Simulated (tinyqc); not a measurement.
Weibull analysis of times to dielectric breakdown, with area scaling: one step of the calculation.

Breakdown times follow F(t) = 1 - exp(-(t/t63)^beta). The 11 times below were drawn at random from beta = 3.2, t63 = 630 s and are treated as data; all samples failed.

Problem. Likelihood estimate of beta. Maximum likelihood: a(beta) = 1/beta with a = sum t^beta ln t/sum t^beta - mean ln t. Averaged step: beta(new) = [beta + 1/a(beta)]/2.

t, i 1 to 11 (s): [307, 323, 421, 472, 546, 628, 660, 732, 822, 851, 912]
beta after iteration 1 = 3.3362446

Give: beta after iteration 2.

Solution.

beta after iteration 2 = 3.414

Program tinyqc, `OMP_NUM_THREADS=1 python tinyqc.py 2070093 2070094 out.jsonl`; Intel Xeon 2.30GHz, shared host, one thread, about 0.01 s.
